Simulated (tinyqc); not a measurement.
Velocity overshoot from momentum and energy balance equations after a field step: one step, computed by the program tinyqc. Command: `OMP_NUM_THREADS=1 python tinyqc.py 3018063 3018064 out.jsonl overshoot walk`. One thread of a shared host (Intel(R) Xeon(R) Processor @ 2.30GHz), about 0.03 s of CPU time with the checks.

At t = 0 the field jumps from 0 to F in a uniform sample. v is the drift velocity and u = w - (3/2) k_B T the excess energy per carrier.

Task: Constants and steady state. dv/dt = e F/m - v/tau_m(u), du/dt = e F v - u/tau_E, tau_m(u) = tau_0/(1 + c u), tau_0 = m mu_0/e, c = mu_0/(e tau_E v_s^2); this choice gives the steady state v (1 + mu_0 F v/v_s^2) = mu_0 F, which saturates at v_s. Steady velocity v = 2 mu_0 F/(1 + sqrt(1 + 4 (mu_0 F/v_s)^2)); u = e F v tau_E; carrier temperature T + 2u/(3 k_B), neglecting the drift energy m v^2/2.

Inputs (values chosen for the exercise, modelled on holes in silicon except for tau_E): effective mass m = 0.39 m_0; low-field mobility mu_0 = 460 cm^2/(V s); saturation velocity v_s = 0.9 1e7 cm/s; energy relaxation time tau_E = 0.47 ps; field after the step F = 37 kV/cm; lattice temperature T = 300 K.

Scheme: explicit Euler.

Constants: m_0 = 9.1093837015e-31 kg; e = 1.602176634e-19 C; k_B = 8.617333262e-05 eV/K.

Give: tau_0; c; acceleration e F/m; steady velocity; steady excess energy; steady carrier temperature.

Result:

tau_0 = 102.0 fs

c = 12.08 1/eV

acceleration e F/m = 0.01669 1e7 cm/s per fs

steady velocity = 0.6930 1e7 cm/s

steady excess energy = 0.1205 eV

steady carrier temperature = 1232 K

tau_E/tau_0 = 4.61, and in the steady state tau_m has shrunk to 41.5 fs.
